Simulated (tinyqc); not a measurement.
# Classical Heisenberg spin chain: exact results, Metropolis, heat-bath and over-relaxation steps, and a Monte Carlo run, step by step

A worked calculation. Computed by tinyqc, a small Python program that keeps every step. Command: `OMP_NUM_THREADS=1 python tinyqc.py 3130563 3130564 out.jsonl heismc walk`. One thread of a shared host (Intel(R) Xeon(R) Processor @ 2.30GHz), about 0.1 s of CPU time with the checks. Intermediate numbers are printed to about 7 digits and carried at full precision; extremes and crossings named in words are read from the listed rows.

E = -J sum_i s_i . s_(i+1) for unit vectors s_i on an open chain; K = J/(k_B T).

Inputs (values chosen for the exercise, for a model chain of large moments):

| quantity | value | unit |
|---|---|---|
| coupling J | 28 | meV |
| temperature T | 429 | K |
| moment mu | 3.6 | mu_B |
| length N of the open chain | 8 | - |
| seed | 323590 | - |

Update: heat bath.

Constants: k_B = 8.617333262e-05 eV/K; mu_B = 5.7883818060e-05 eV/T.

## Exact results

Each bond angle is independent, so u = <s_i . s_(i+1)> = coth K - 1/K, <s_i . s_(i+n)> = u^n, correlation length xi = -1/ln|u|, energy per bond -J u, heat capacity per bond c/k_B = 1 - K^2/sinh^2 K, and for the long chain chi = mu^2 (1 + u)/(3 k_B T (1 - u)) per spin.

K = 0.7574044

u = 0.2433116

xi = 0.7075077 sites

energy per bond = -6.812726 meV

heat capacity = 0.1711298 k_B/bond

chi over the Curie value = 1.643096

chi = 0.01111408 mu_B/T per spin

## Finite chain

For N spins, <|sum s|^2>/N = (1 + u)/(1 - u) - 2 u (1 - u^N)/(N (1 - u)^2); the long chain has (1 + u)/(1 - u), chi over the Curie value, and the difference is relative to it.

<|sum s|^2>/N = 1.536862

difference from the long chain = -6.465476 %

## Four single-spin steps

four neighbouring spins (rows; components x, y, z):
```
         1        2        3
1   0.7738  -0.5311  -0.3452
2  -0.2617   0.8434  -0.4693
3   0.4142   0.6903  -0.5933
4   0.3662   0.8304   0.4198
```

random numbers, one row a step:
```
        1       2       3
1  0.3100  0.0881  0.4556
2  0.3643  0.8033  0.0999
3  0.0773  0.9586  0.4141
4  0.3290  0.1129  0.5666
```

The given spins are first normalised. Spins 2 and 3 are updated in turn, with h = K (sum of the two neighbours). Heat bath: cos(theta) = 1 + ln(1 - r1 (1 - exp(-2 |h|)))/|h| about n = h/|h|, azimuth 2 pi r2 = phi in the frame a = n x z/|n x z|, b = n x a: s = n cos(theta) + sin(theta)(a cos(phi) + b sin(phi)); r1, r2 are the first two numbers of the row.

Steps:

| spin | \|h\| | h . s before | h . s after | move | x | y | z |
|---|---|---|---|---|---|---|---|
| 2 | 1.152993 | 0.1997803 | 0.825731 | heat bath | 0.4135375 | -0.5436046 | -0.7303977 |
| 3 | 0.671811 | 0.5341333 | 0.358121 | heat bath | 0.8272124 | 0.0079992 | 0.5618324 |
| 2 | 1.286208 | 0.5969955 | 1.212133 | heat bath | 0.7776734 | -0.5941183 | 0.2055421 |
| 3 | 1.003501 | 0.9842330 | 0.668329 | heat bath | 0.9141097 | -0.3891102 | -0.1140028 |

## A run and its error bars

From the ordered state (alternating for J < 0), with each spin drawn from exp(h . s), h = K x sum of neighbours, 200 sweeps are discarded and 1600 recorded (even and odd sites in turn; random numbers not printed, so these rows are one sample). Errors are the scatter of block means over sqrt(number of blocks).

Blocking:

| block length | mean bond product | error | <\|sum s\|^2>/N | error |
|---|---|---|---|---|
| 1 | 0.2421953 | 0.005290957 | 1.538054 | 0.02729789 |
| 4 | 0.2421953 | 0.005407093 | 1.538054 | 0.02969697 |
| 16 | 0.2421953 | 0.005449977 | 1.538054 | 0.03088320 |
| 40 | 0.2421953 | 0.004069406 | 1.538054 | 0.02771367 |
| 80 | 0.2421953 | 0.004592870 | 1.538054 | 0.03118794 |

With blocks of 40 the bond product is 0.3 error bars from the exact u = 0.2433, and <|sum s|^2>/N is 0.0 from the exact 1.537. Blocking to 40 changes the two errors by factors 0.8 and 1.0.

Checks made by the program: c against a difference of the energy (relative difference 5e-10).
